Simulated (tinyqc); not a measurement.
## Trap density from the capacitance step

Problem. A junction with shallow donors Nd and a deep trap has C_HF = eps0 eps_r/W and C_LF = eps0 eps_r (Nd + Nt)/(Nd W + Nt xt), xt = W - lam. Find W, xt and Nt.

Inputs (values chosen for the exercise):
- eps_r = 11.7 (relative permittivity)
- Nd = 7.9e16 cm^-3 (shallow donor density)

Constants: eps0 = 8.8541878128e-14 F/cm where lengths are in cm. Results are converted to the units shown.

C_HF = 53.770937 nF/cm^2
C_LF = 57.107911 nF/cm^2
lam = 60.665651 nm

Solution. C_HF gives W. With y = C_LF/C_HF, Nt/Nd = (y - 1)/(1 - y xt/W).

W = 193 nm
xt = 132 nm
Nt = 1.80e16 cm^-3

Program tinyqc, `OMP_NUM_THREADS=1 python tinyqc.py 2050105 2050106 out.jsonl`; Intel Xeon 2.30GHz, shared host, one thread, about 0.01 s.
